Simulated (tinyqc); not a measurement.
From vacancy energy E_v back to hopping xi: Gupta-type many-body potential for a metal. Computed by tinyqc, a small Python program. Command: `OMP_NUM_THREADS=1 python tinyqc.py 3021645 3021646 out.jsonl gupta inv`. One thread of a shared host (Intel(R) Xeon(R) Processor @ 2.30GHz), about 0.04 s of CPU time with the checks.

E_i = sum_j A exp(-p (r_ij/r0 - 1)) - xi rho_i^gamma, with rho_i = sum_j exp(-2 q (r_ij/r0 - 1)); gamma = 1/2 is the tight-binding second-moment form. The crystal is fcc unless stated; d is the neighbour distance and a fixed number of shells is kept.

Inputs (values chosen for the exercise, modelled on aluminium):
```
quantity                  value      unit
repulsion A               0.127        eV
decay p                    8.54         -
decay q                    2.51         -
reference distance r0     2.864  angstrom
shells kept                   5         -
embedding exponent gamma    0.5         -
```

Constants: 1 eV/angstrom^3 = 160.2176634 GPa.

Method:
- fcc shells: d sqrt(k), k = 1..5, with 12, 6, 24, 12, 24 atoms; Omega = d^3/sqrt2.
- Equilibrium: dE/dd = 0; B = d^2 E''(d)/(9 Omega).
- Repulsion and density of one neighbour in each shell, and their sums.
- Each neighbour j of the vacancy loses one repulsive term and one density term: E_v = sum_shells count x {-repulsion - xi [(rho - density)^gamma - rho^gamma]}. (The removed atom returns to a bulk-like site, so its own energy cancels.)

Problem. A run gave the result below. Find the hopping xi, known to lie between 0.91 and 1.7 eV.

vacancy energy E_v = 0.9254121 eV

Solution.

Each step takes the trial c = (a f_b - b f_a)/(f_b - f_a), f being the result less the target and a, b, c the logarithms of the listed values; c replaces end b, the old b replaces a if the sign of f changed, and otherwise f_a is halved.

Scan of the range:
```
hopping xi (eV)  vacancy energy E_v (eV)
0.91                             0.55955
1.01                             0.64862
1.12                             0.75092
1.24                             0.86739
1.38                             1.00930
1.53                             1.16813
1.70                             1.35612
```

False position (Illinois rule, in the logarithm of the input) inside the bracket:
```
step    end a    end b    trial  vacancy energy E_v (eV)
1     1.24000  1.38000  1.29544                 0.922828
2     1.38000  1.29544  1.29789                 0.925301
3     1.38000  1.29789  1.29810                 0.925513
4     1.29789  1.29810  1.29800                 0.925412
5     1.29810  1.29800  1.29800                 0.925412
```

Vacancy energy E_v rises at every point of a 13-point scan of the range (every second point is shown), so one value fits; it is bracketed by 1.24 and 1.38. Answer: hopping xi = 1.298 eV.
